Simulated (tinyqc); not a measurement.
# Changing the field angle psi from the easy axis

Model: single-domain magnet: Stoner-Wohlfarth switching, Neel-Arrhenius retention, LLG dynamics and spin torque. Computed by tinyqc, a small Python program. Command: `OMP_NUM_THREADS=1 python tinyqc.py 3000960 3000961 out.jsonl macro sweep`. One thread of a shared host (Intel(R) Xeon(R) Processor @ 2.30GHz), about 0.02 s of CPU time with the checks.

The moment is uniform, with unit vector m; z is the easy axis. mu_0 = 1.25663706212e-6 T m/A, gamma = 1.76085963023e11 rad/(s T).

Inputs (values chosen for the exercise, for a model magnet): saturation magnetisation M_s = 699 kA/m; diameter d = 54 nm; thickness t = 2.1 nm; interface anisotropy K_i = 0.712 mJ/m^2; bulk anisotropy K_u = 0 kJ/m^3; exchange stiffness A = 9.1 pJ/m; temperature T = 450 K; attempt frequency f0 = 2 GHz; reversing field h = H/H_K = 0.097; waiting time t_w = 3.15e+08 s.

Shape: thin disc, easy axis normal to it.

Constants: k_B = 1.380649e-23 J/K.

Method:
- The disc is treated as an oblate spheroid with p = t/d: N_z = [1 - p arccos(p)/sqrt(1 - p^2)]/(1 - p^2); V = pi d^2 t/4; K_eff = K_u + K_i/t + K_shape, K_shape = -(mu_0 M_s^2/4)(3 N_z - 1); mu_0 H_K = 2 K_eff/M_s.
- Delta = K_eff V/(k_B T); tau = exp(Delta)/f0; probability of a flip within t_w: P = 1 - exp(-t_w/tau). Wall width parameter sqrt(A/K_eff); a two-domain state costs 4 sqrt(A K_eff) times the cross-section that the wall cuts (d t).
- Energy over K_eff V: e(theta) = sin^2(theta) + 2 h cos(theta - psi) for m at the angle theta from +z and a field that points at psi from -z (it pulls m away from +z towards negative theta); h_sw = (cos^(2/3) psi + sin^(2/3) psi)^(-3/2).
- The metastable minimum and the saddle are the two roots of e'(theta) = sin(2 theta) - 2 h sin(theta - psi) on either side of theta_c = -arctan(tan^(1/3) psi).

One run for each value; columns: (1) field angle psi from the easy axis (degrees); (2) switching field h_sw; (3) barrier / (K_eff V); (4) minimum theta (degrees); (5) saddle theta (degrees):
```
(1)      (2)      (3)      (4)      (5)
3    0.82265  0.80557  -0.3221  -84.413
14   0.62475  0.77451  -1.4844  -84.469
24   0.54956  0.75375  -2.4813  -84.706
34   0.51262  0.74072  -3.3821  -85.121
45   0.50000  0.73575  -4.2239  -85.776
56   0.51262  0.74072  -4.8787  -86.618
66   0.54956  0.75375  -5.2942  -87.519
76   0.62475  0.77451  -5.5314  -88.516
87   0.82265  0.80557  -5.5874  -89.678
```

Describe and explain the trends.

Over the rows, switching field h_sw goes from 0.823 through a minimum among these rows, 0.500 at 45.0, to 0.823; barrier / (K_eff V) goes from 0.806 through a minimum among these rows, 0.736 at 45.0, to 0.806. h_sw and the barrier are symmetric about 45 degrees, where a given field does most: it both tilts the moment and favours the other well.

Caution (all rows): a flat cylinder has a smaller N_z than the spheroid of the same t/d, so K_eff of a real disc is larger.

Extremes, crossings and ranges named in words are read from the listed rows.
